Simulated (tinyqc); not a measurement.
X-ray photoelectron analysis of a thin oxide on a semiconductor: attenuation lengths, thickness, angle series and band offsets: one step, computed by the program tinyqc.

The same element is seen in the oxide and in the substrate, at nearly the same kinetic energy; films are flat and uniform, and the work function is ignored.

Problem. Peak ratio. R_0 = (rho_o/M_o) L_o/((rho_s/M_s) L_s); peak ratio R = I_ox/I_sub = R_0 [exp(d/(L_o cos theta)) - 1]; hence d = L_o cos theta ln(1 + R/R_0). A carbon layer weakens both peaks alike, by exp(-d_C/(L_o cos theta)) if its L is taken equal to L_o. This R_0 leaves out intrinsic losses from the substrate peak, so calibrated values can be larger.

Inputs (values chosen for the exercise, modelled on SiO2 on silicon):

| quantity | value | unit |
|---|---|---|
| oxide density | 2.18 | g/cm^3 |
| oxide formula mass | 60.08 | g/mol |
| substrate density | 2.33 | g/cm^3 |
| substrate formula mass | 28.09 | g/mol |
| oxide thickness d | 0.67 | nm |
| emission angle from the normal | 60 | degrees |
| carbon overlayer | 0.3 | nm |

L in the oxide = 3.173555 nm

L in the substrate = 2.510274 nm

Give: R_0; d/(L_o cos theta); ratio R; oxide share of the counts; attenuation by carbon; depth 3 L_o cos theta.

Solution.

R_0 = 0.5530

d/(L_o cos theta) = 0.4222

ratio R = 0.2905

oxide share of the counts = 0.2251

attenuation by carbon = 0.8277

depth 3 L_o cos theta = 4.760 nm

Caution: beyond about 60 degrees elastic scattering and roughness make a single attenuation length unreliable.
